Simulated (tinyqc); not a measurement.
Coverage along the feature as the dose grows: atomic layer deposition: Langmuir saturation, growth per cycle and coating of deep features. Computed by tinyqc, a small Python program. Command: `OMP_NUM_THREADS=1 python tinyqc.py 3000459 3000460 out.jsonl ald walk`. One thread of a shared host (Intel(R) Xeon(R) Processor @ 2.30GHz), about 0.06 s of CPU time with the checks.

Precursor A sticks only on free sites, so a long enough pulse saturates; co-reactant B then frees the sites again.

Inputs (values chosen for the exercise, modelled on silicon dioxide from an aminosilane and ozone):

| quantity | value | unit |
|---|---|---|
| precursor mass M | 174 | u |
| site density q | 2.5 | 1/nm^2 |
| sticking probability beta on free sites | 0.011 | - |
| precursor pressure p | 1.7 | Pa |
| temperature T | 125 | C |
| pulse time t | 0.38 | s |
| desorption energy E_d | 1.18 | eV |
| aspect ratio a | 130 | - |

Feature: round hole.

Constants: u = 1.6605390666e-27 kg; k_B = 1.380649e-23 J/K; k_B = 8.617333262e-05 eV/K.

Method:
- Wall flux F = p/sqrt(2 pi M k_B T); rate of filling k_a = beta F/q; desorption k_d = 1e13 exp(-E_d/(k_B T)) per second. 1/m^2 = 1e-18/nm^2.
- Temperatures in kelvin are T(C) + 273.15.
- Diffusion-limited filling (Gordon) of a round hole of diameter w: a saturation front at depth z needs dz/dt = D_K n/(z (4q/w)), with Knudsen D_K = w c/3 and F = n c/4; including the entrance and floor terms, t = (q/F)(1 + 19a/4 + 3a^2/2). Reaction-limited filling needs ln(100)/k_a at any depth, k_a = beta F/q. Flow is molecular. The front picture holds when the modulus a sqrt(beta) is well above 1.
- Depth reached by the given pulse: solve the same formula for a. Exposure = p x diffusion-limited time; 1 langmuir = 1.33322e-4 Pa s.
- Continuum model with steady gas transport: d2n/dz2 = 3 beta (1 - th) n/d_h^2 (d_h the hydraulic diameter, n = 1 at the mouth, no flux at the floor, 60 cells), d th/dt = beta F n (1 - th)/q; no desorption. Times are multiples of the larger of the Gordon time and ln(100)/k_a.

diffusion-limited time = 3.81498 s

time to 99 % without desorption, ln(100)/k_a = 0.0615033 s

flux F = 17017.5 1/(nm^2 s)

modulus = 13.6345

Coverage:

| multiple | t (s) | top cell | quarter depth | half depth | three quarters | floor cell |
|---|---|---|---|---|---|---|
| 0.05 | 0.1907 | 1 | 0.260 | 0.001 | 0.000 | 0.000 |
| 0.10 | 0.3815 | 1 | 0.877 | 0.009 | 0.000 | 0.000 |
| 0.20 | 0.7630 | 1 | 1.000 | 0.176 | 0.001 | 0.000 |
| 0.40 | 1.5260 | 1 | 1.000 | 0.998 | 0.046 | 0.000 |
| 0.60 | 2.2890 | 1 | 1.000 | 1.000 | 0.682 | 0.008 |
| 0.80 | 3.0520 | 1 | 1.000 | 1.000 | 0.999 | 0.133 |
| 1.00 | 3.8150 | 1 | 1.000 | 1.000 | 1.000 | 0.999 |
| 1.30 | 4.9595 | 1 | 1.000 | 1.000 | 1.000 | 1.000 |

What does the comparison show, and why?

At a multiple of 0.2 the coverage is 1.00 at the top and 0.00 at the floor. The walls fill from the top down behind a front whose depth grows as sqrt(t), since the modulus is well above 1. In the last row the floor reaches 1.000.
